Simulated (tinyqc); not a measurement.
## p-n diode with diffusion and depletion-layer recombination: currents and ideality against junction voltage

Abrupt junction in the depletion approximation, low injection, full ionisation, neutral widths fixed, ohmic contact on the p side. Vj is the junction voltage; where a series resistance Rs is given, V = Vj + J Rs is the terminal voltage.

ni = sqrt(Nc Nv) exp(-Eg/(2 Vt)), Eg in volts; D = mu Vt; Ln = sqrt(Dn tn), Lp = sqrt(Dp tp); J0n = q ni^2 Dn coth(wp/Ln)/(Ln Na); J0p = (q ni^2 Dp/(Lp Nd)) (s + tanh(wn/Lp))/(1 + s tanh(wn/Lp)), s = Sp Lp/Dp. J_diff = (J0n + J0p)(exp(Vj/Vt) - 1). Vbi = Vt ln(Na Nd/ni^2), W = sqrt(2 eps0 eps_r (Vbi - Vj)(1/Na + 1/Nd)/q), xp = W Nd/(Na + Nd), xn = W Na/(Na + Nd); u(x) = q Na (x + xp)^2/(2 eps0 eps_r) for x < 0 and Vbi - Vj - q Nd (xn - x)^2/(2 eps0 eps_r) for x > 0; p = Na exp(-u/Vt), n = Nd exp((u - Vbi + Vj)/Vt); U = ni^2 (exp(Vj/Vt) - 1)/(tp (n + ni exp(Et/Vt)) + tn (p + ni exp(-Et/Vt))); J_scr = q times the integral of U from -xp to xn. J = J_diff + J_scr. Ideality = (1/Vt) dVj/d ln J or (1/Vt) dV/d ln J; last column ni^2 exp(Vj/Vt)/N^2.

Values chosen for this exercise; band and dielectric values close to those of germanium: temperature T = 250 K; band gap Eg = 0.654 eV; relative permittivity eps_r = 16; conduction-band density of states at T Nc = 7.99e18 cm^-3; valence-band density of states at T Nv = 4.62e18 cm^-3; acceptor density Na = 2.2e17 cm^-3; donor density Nd = 1.5e16 cm^-3; electron mobility in the p side mun = 1600 cm^2/(V s); hole mobility in the n side mup = 1700 cm^2/(V s); electron lifetime tn = 3e-7 s; hole lifetime tp = 1e-9 s; neutral width of the p side wp = 1.5 um; neutral width of the n side wn = 1.3 um; recombination velocity at the n contact Sp = 2e5 cm/s; series resistance Rs = 0.00079 ohm cm^2; trap level above the intrinsic level Et = 0 eV.

Constants: q = 1.602176634e-19 C, kB = 1.380649e-23 J/K, Vt = kB T/q, eps0 = 8.8541878128e-14 F/cm where lengths are in cm. Results are converted to the units shown.

Currents and ideality against junction voltage:
```
Vj (V),J_diff (A/cm^2),J_scr (A/cm^2),J (A/cm^2),V (V),ideality against Vj,ideality against V,"minority/doping, lighter side"
0.12,0.001412,4.040e-4,0.001816,0.1200,1.070,1.070,2.819e-6
0.15,0.005699,0.001030,0.006730,0.1500,1.055,1.055,1.135e-5
0.17,0.01443,0.001876,0.01631,0.1700,1.043,1.044,2.871e-5
0.2,0.05810,0.004468,0.06257,0.2000,1.029,1.031,1.155e-4
0.22,0.1470,0.007731,0.1547,0.2201,1.022,1.028,2.924e-4
0.25,0.5918,0.01591,0.6077,0.2505,1.015,1.037,0.001177
0.27,1.497,0.02278,1.520,0.2712,1.010,1.066,0.002978
0.3,6.027,0.03088,6.058,0.3048,1.004,1.227,0.01199
0.32,15.25,0.03360,15.28,0.3321,1.002,1.563,0.03033
```

The ideality against Vj falls from 1.07 to 1.00. Diffusion is the larger current in every row. J_scr alone has an ideality of 1.49 between the first two rows and 11.0 between the last two. From Vj = 0.3 V the series resistance raises the terminal ideality by over a tenth; there J Rs = 0.22 Vt.

tinyqc, about 0.01 s, one thread, Intel Xeon 2.30GHz (shared host): `OMP_NUM_THREADS=1 python tinyqc.py 2260029 2260030 out.jsonl`
